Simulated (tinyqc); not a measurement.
Growth with time: grain growth, pinning, strength and diffusional creep of a polycrystal or thin film. Computed by tinyqc, a small Python program. Command: `OMP_NUM_THREADS=1 python tinyqc.py 3026410 3026411 out.jsonl grain walk`. One thread of a shared host (Intel(R) Xeon(R) Processor @ 2.30GHz), about 0.01 s of CPU time with the checks.

One mean grain size d describes the structure.

Inputs (values chosen for the exercise, modelled on polycrystalline silicon): boundary energy gamma = 0.61 J/m^2; mobility prefactor M0 = 7.1e-06 m^4/(J s); activation energy of boundary motion Q_m = 3.12 eV; anneal temperature T = 1588 K; initial grain size d0 = 73 nm; particle volume fraction f = 0.00057; particle radius r = 26 nm.

Sample: bulk.

Constants: k_B = 8.617333262e-05 eV/K.

Method. M = M0 exp(-Q_m/(k_B T)). The driving pressure is 2 gamma/d. Zener pinning pressure 3 f gamma/(2 r) stops growth at d_Z = 4 r/(3 f). The limit is d_lim = d_Z. dd/dt = 2 M gamma (1/d - 1/d_lim) integrates to 2 M gamma t = d_lim (d0 - d) + d_lim^2 ln[(d_lim - d0)/(d_lim - d)]; without pinning d^2 = d0^2 + 4 M gamma t.

limit d_lim = 60818.7 nm

mobility M = 8.90076e-16 m^4/(J s)

At T:
```
t (s)     free growth (nm)  pinned growth (nm)  d/d_lim
5.10e+03        3.3289e+03                3268  0.05374
1.70e+04        6.0767e+03                5876  0.09661
5.10e+04        1.0525e+04                9926  0.16321
1.70e+05        1.9215e+04               17247  0.28358
5.10e+05        3.3281e+04               27508  0.45229
1.70e+06        6.0762e+04               42445  0.69789
5.10e+06        1.0524e+05               55341  0.90993
1.70e+07        1.9215e+05               60666  0.99749
```

The apparent exponent d ln d/d ln t of the pinned growth is at most about 0.49, below the ideal 1/2, and falls to 0.076 in the last rows: pinning hides it late.
